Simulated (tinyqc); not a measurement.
# Poole-Frenkel parameters from three currents

Inverse problem. Poole-Frenkel conduction in an insulator follows J = s0 F exp[-(pt - sqrt(q F/(pi eps0 ei)))/Vt], Vt = kB T/q, F in V/cm. Find ei, pt and s0.

Constants: q = 1.602176634e-19 C, kB = 1.380649e-23 J/K, eps0 = 8.8541878128e-14 F/cm where lengths are in cm. Results are converted to the units shown.

J at (1.1 MV/cm, 325 K), (4.4 MV/cm, 325 K) and (4.4 MV/cm, 375 K) (A/cm^2): [1.5256192e-4, 266.25090, 845.12645]

Solution. The two fields give the lowering coefficient and so ei; the two temperatures give the lowered barrier, to which the lowering is added back.

ei = 4.790
pt = 0.9700 eV
s0 = 0.3500 S/cm

Program tinyqc, `OMP_NUM_THREADS=1 python tinyqc.py 2370084 2370085 out.jsonl`; Intel Xeon 2.30GHz, shared host, one thread, about 0.01 s.
